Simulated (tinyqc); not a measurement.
What moves the results: coherent potential approximation for a binary alloy with a semi-elliptic band. A value that a table varies takes the place of the one given here.

Site levels eA = -x d (share 1 - x) and eB = (1 - x) d (share x), so that their mean, the virtual crystal, is 0. Pure band: G0(z) = 2 (z - sqrt(z - W) sqrt(z + W))/W^2 with principal roots, density -Im G/pi per site. The medium has a self-energy S(z), G = G0(z - S), z = E + i eta. t_i = (e_i - S)/(1 - (e_i - S) G); the CPA demands <t> = (1 - x) tA + x tB = 0. Iteration: start at S = 0, set S(new) = S + <t>/(1 + <t> G), stop when |<t>| < 1e-9 eV.

Parameters, chosen for this exercise:
- W = 4.8 eV (half width of the pure band)
- x = 0.45 (fraction of B)
- d = 3.67 eV (eB - eA)
- eta = 0.096 eV (broadening)
- E1 = -6.5 eV (first energy)
- dE = 0.95 eV (step)
- E = -1.15 eV (energy)

## Virtual crystal, CPA and unmixed bands

Fifteen energies E1 + j dE. Virtual crystal: G0(z). Unmixed: (1 - x) G0(z - eA) + x G0(z - eB), the limit of large separate grains.

Densities (1/eV) and self-energy (eV):

| E (eV) | virtual crystal | CPA | unmixed | Re S | Im S |
|---|---|---|---|---|---|
| -6.50 | 0.0013 | 0.0022 | 0.0070 | -0.5910 | -0.0142 |
| -5.55 | 0.0026 | 0.0272 | 0.0415 | -0.8198 | -0.1212 |
| -4.60 | 0.0363 | 0.0725 | 0.0567 | -0.8435 | -0.3529 |
| -3.65 | 0.0836 | 0.0925 | 0.0659 | -0.8462 | -0.5280 |
| -2.70 | 0.1071 | 0.1023 | 0.0809 | -0.8438 | -0.7129 |
| -1.75 | 0.1209 | 0.1047 | 0.1073 | -0.8305 | -0.9417 |
| -0.80 | 0.1281 | 0.1000 | 0.1175 | -0.7765 | -1.2773 |
| 0.15 | 0.1299 | 0.0883 | 0.1200 | -0.4400 | -1.8640 |
| 1.10 | 0.1265 | 0.0906 | 0.1157 | 0.5618 | -1.7394 |
| 2.05 | 0.1173 | 0.0969 | 0.1035 | 0.8346 | -1.2416 |
| 3.00 | 0.1009 | 0.0955 | 0.0747 | 0.9140 | -0.9129 |
| 3.95 | 0.0728 | 0.0859 | 0.0548 | 0.9464 | -0.6581 |
| 4.90 | 0.0095 | 0.0652 | 0.0472 | 0.9593 | -0.4200 |
| 5.85 | 0.0020 | 0.0127 | 0.0353 | 0.8965 | -0.0791 |
| 6.80 | 0.0011 | 0.0018 | 0.0084 | 0.6301 | -0.0154 |

d/W = 0.76. CPA and virtual crystal differ by at most 0.056 1/eV, at 4.90 eV, against a peak of 0.133 for the pure band. |Im S| is largest at 0.15 eV (Im S = -1.864 eV); where the density is near zero this is no damping of states. The CPA density has a dip at 0.15 eV (0.0883): the band is parting, or has parted, into an A-like and a B-like subband (in a true gap only the tail of eta remains), which no virtual crystal can show.

## Bowing of the band edge from disorder

For eta = 0 the CPA reads G = (1 - x)/(y - eA) + x/(y - eB) with y = E - W^2 G/4; the lower edge is the maximum of E(y) = y + W^2 G(y)/4 for y < eA. The virtual crystal puts it at -W. Second order: -W - 2 x (1 - x) d^2/W, from S = x (1 - x) d^2 G0(-W), G0(-W) = -2/W.

Lower edge (eV):

| x | edge | edge + W | second order | (edge + W)/(x (1 - x)) |
|---|---|---|---|---|
| 0.05 | -4.9099 | -0.1099 | -0.2666 | -2.3126 |
| 0.10 | -5.0174 | -0.2174 | -0.5051 | -2.4154 |
| 0.25 | -5.3239 | -0.5239 | -1.0523 | -2.7943 |
| 0.40 | -5.6001 | -0.8001 | -1.3469 | -3.3338 |
| 0.50 | -5.7614 | -0.9614 | -1.4030 | -3.8456 |
| 0.60 | -5.8975 | -1.0975 | -1.3469 | -4.5730 |
| 0.75 | -6.0291 | -1.2291 | -1.0523 | -6.5554 |
| 0.90 | -5.9769 | -1.1769 | -0.5051 | -13.0764 |
| 0.95 | -5.8461 | -1.0461 | -0.2666 | -22.0233 |

second-order coefficient = -5.6120 eV

Disorder pushes the edge below the virtual crystal, most at x = 0.75 (-1229 meV). The coefficient runs from -2.313 at x = 0.05 to -22.023 eV at 0.95, against -5.612 in second order, which is only a guide at d/W = 0.76: it depends strongly on x and is largest in size where the low-lying A atoms are dilute and act as attractive impurities. For d above W/2 they bind a level, and the ratio then measures that level rather than bowing.

## When the band splits

x as given, d varied, eta as given. The density is taken at E = (eA + eB)/2 and at E = eA + eB = (1 - 2x) d, where S has its pole for well split bands; a gap shows as a density of the size of the broadening tail.

Between the two levels:

| d/W | d (eV) | density at the midpoint (1/eV) | density at (1 - 2x) d (1/eV) | Im S at the midpoint (eV) |
|---|---|---|---|---|
| 0.2 | 0.96 | 0.1275 | 0.1274 | -0.095 |
| 0.4 | 1.92 | 0.1195 | 0.1194 | -0.402 |
| 0.6 | 2.88 | 0.1054 | 0.1049 | -1.010 |
| 0.8 | 3.84 | 0.0834 | 0.0811 | -2.141 |
| 1.0 | 4.80 | 0.0547 | 0.0414 | -3.769 |
| 1.2 | 5.76 | 0.0207 | 0.0119 | -3.800 |
| 1.5 | 7.20 | 0.0045 | 0.0043 | -5.032 |
| 2.0 | 9.60 | 0.0018 | 0.0018 | -6.873 |

The midpoint density falls from 0.127 to 0.0018 1/eV; it first drops below a tenth of the pure peak (0.013) at d/W = 1.5. At (1 - 2x) d the density drops below that mark at d/W = 1.2, so the bands have parted by then (this mark lags the true splitting), and is least, 0.0018, at d/W = 2. For x = 1/2 the two coincide and the band splits at d = W exactly; here x = 0.45. The size of Im Sigma at the midpoint is largest at d/W = 2. It is a lifetime only where the density there is finite; for well separated bands, d/W above 1/(2 sqrt(x (1 - x))), S has a pole in the gap at (1 - 2x) d.

## What each parameter does

Converged values at E. Each row changes one parameter from the base and keeps the others.

Results:

| case | Re S (eV) | Im S (eV) | density (1/eV) |
|---|---|---|---|
| base | -0.8060 | -1.1342 | 0.1026 |
| W = 5.28 eV | -0.6756 | -1.1105 | 0.0957 |
| x = 0.5 | -0.7634 | -1.3970 | 0.0973 |
| d = 4.037 eV | -1.0365 | -1.2997 | 0.0995 |
| eta = 0.192 eV | -0.7710 | -1.1273 | 0.1007 |
| E = -0.67 eV | -0.7600 | -1.3387 | 0.0988 |

The largest shifts from the base row, up to three for each result and ties (the steps differ in size, so this ranks the rows, not the parameters). Re S (eV): d -0.2305, W +0.1304, E +0.0460. Im S (eV): x -0.2628, E -0.2045, d -0.1655. density (1/eV): W -0.0069, x -0.0053, E -0.0039.

(tinyqc, `OMP_NUM_THREADS=1 python tinyqc.py 1482823 1482824 out.jsonl`, Intel(R) Xeon(R) Processor @ 2.30GHz, 1 thread, shared host, about 0.01 s.)
